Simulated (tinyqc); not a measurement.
Printed widths: electron-beam lithography: double-Gaussian proximity function, edge placement and dose correction for parallel lines. Computed by tinyqc, a small Python program. Command: `OMP_NUM_THREADS=1 python tinyqc.py 3110064 3110065 out.jsonl proximity walk`. One thread of a shared host (Intel(R) Xeon(R) Processor @ 2.30GHz), about 0.01 s of CPU time with the checks.

Lines are infinitely long. Absorbed energy is counted so that the middle of a very large area written at dose 1 receives 1; the resist develops where it exceeds 1/2.

Inputs (values chosen for the exercise, of the order of those for 10 keV electrons in resist on silicon): forward range alpha = 0.0085 micrometre; backscatter range beta = 1.2 micrometre; backscatter ratio eta = 0.58.

line widths (micrometre): [0.049, 0.03, 0.21, 0.038]

gaps between the lines (micrometre): [0.07, 0.18, 0.089]

Method:
- The first line starts at x = 0; each next one starts after the width and the gap.
- f(r) = [exp(-r^2/alpha^2)/alpha^2 + eta exp(-r^2/beta^2)/beta^2]/(pi (1 + eta)). A line from a to b at dose d gives E(x) = d [S(alpha) + eta S(beta)]/(1 + eta), S(s) = [erf((b - x)/s) - erf((a - x)/s)]/2.
- M_ij is the mean of E at the two edges of line i from line j at dose 1.
- Uncorrected edge energies are M 1. Solve M d = 1/2 for the doses d that put the mean edge energy of every line at the threshold.
- Edges are the roots of E(x) = 1/2 between a line centre and the middle of the next gap. Three cases: dose 1 everywhere; one common dose equal to the mean of d; the corrected doses.

Lines (micrometre):
```
line  left edge  right edge  centre
1         0.000       0.049  0.0245
2         0.119       0.149  0.1340
3         0.329       0.539  0.4340
4         0.628       0.666  0.6470
```

corrected doses: 1 1.36313, 2 1.35371, 3 1.34731, 4 1.35649

Width error, printed less drawn (nm):
```
line  drawn width (nm)   dose 1  mean dose  corrected
1                   49  -6.6437  -0.082029   1.50e-05
2                   30  -6.5217   0.023147   5.00e-06
3                  210  -6.4373   0.095002   2.00e-06
4                   38  -6.5565  -0.007026   8.00e-06
```

With the common mean dose the errors span 0.2 nm. With corrected doses the largest error is below 0.01 nm.

Extremes, crossings and ranges named in words are read from the listed rows.
